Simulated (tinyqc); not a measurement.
# Resistance of a source-drain extension with a graded tip, step by step

tinyqc, about 0.03 s, one thread, Intel Xeon 2.30GHz (shared host): `OMP_NUM_THREADS=1 python tinyqc.py 2282086 2282087 out.jsonl` Printed values are rounded.

y runs along the channel, the gate covers y > 0. The doping is N0 for y < y0 and N0 10^(-(y - y0)/la) beyond, uniform over the depth xj. Sheet conductance s(y) = q mu(N) max(N - Nch, 0) xj + (for y > 0) ma Cox Vo, with mu(N) = u0 + (u1 - u0)/(1 + (N/Nr)^au) and Cox = eps0 eox/tox. Current is taken as one-dimensional; depletion of the tip, spreading and the contact are left out. The metallurgical junction lies at yj, where N = Nch.

Values chosen for this exercise; mobility law close to that of electrons in silicon:
```
symbol,value,unit,meaning
eox,21.9,,relative permittivity of the gate insulator (close to hafnium oxide)
tox,10,nm,insulator thickness
N0,5.7e19,cm^-3,active doping of the extension far from the gate
la,3.4,nm/decade,lateral abruptness
y0,-0.6,nm,position under the gate where the fall begins (gate edge at 0)
xj,20,nm,depth of the extension
Nch,1e18,cm^-3,channel doping
Vo,0.63,V,gate overdrive
ma,230,cm^2/(V s),mobility of the gate-induced layer
u1,1414,cm^2/(V s),mobility at low doping
u0,68.5,cm^2/(V s),mobility at high doping
Nr,9.2e16,cm^-3,reference doping
au,0.711,,exponent
Lg,50,nm,gate length
```

Constants: q = 1.602176634e-19 C, eps0 = 8.8541878128e-14 F/cm where lengths are in cm. Results are converted to the units shown.

## Sheet resistances and junction position

yj = y0 + la log10(N0/Nch); sheet resistance of the full extension 1/[q mu(N0)(N0 - Nch) xj] and of the gate-induced layer 1/(ma Cox Vo); metallurgical length Lg - 2 yj; ye is where the doped and the gate-induced conductances are equal.

yj = 5.36997 nm
sheet resistance of the extension = 677.297 ohm/square
sheet resistance of the induced layer = 3559.09 ohm/square
metallurgical length = 39.2601 nm
ye = 2.26008 nm
N at ye = 8.21629e18 cm^-3

The gate takes over 3.11 nm before the junction, where N is still 8.22 times the channel doping.

## Resistance of the overlapped part

Midpoint rule on 12 equal steps from 0 to yj: R_ov = sum h/s(y), per width.

```
point    y (nm)   N (cm^-3)  doped conductance (uS)  sheet resistance (ohm/square)
0      0.223749  3.26284e19                 900.850                        846.152
1      0.671247  2.40979e19                 693.483                        1026.22
2       1.11874  1.77976e19                 536.182                        1223.76
3       1.56624  1.31445e19                 415.939                        1434.91
4       2.01374  9.70795e18                 323.087                        1655.47
5       2.46124  7.16986e18                 250.426                        1881.83
6       2.90874  5.29534e18                 192.570                        2111.75
7       3.35623  3.91090e18                 145.478                        2344.95
8       3.80373  2.88841e18                 106.093                        2583.55
9       4.25123  2.13325e18                 72.0936                        2832.34
10      4.69873  1.57553e18                 41.7034                        3099.10
11      5.14623  1.16361e18                 13.5619                        3395.21
```

R_ov = 10.935 ohm um

The exact integral is 10.938 ohm um; the coarse sum is 0.031 % below it.
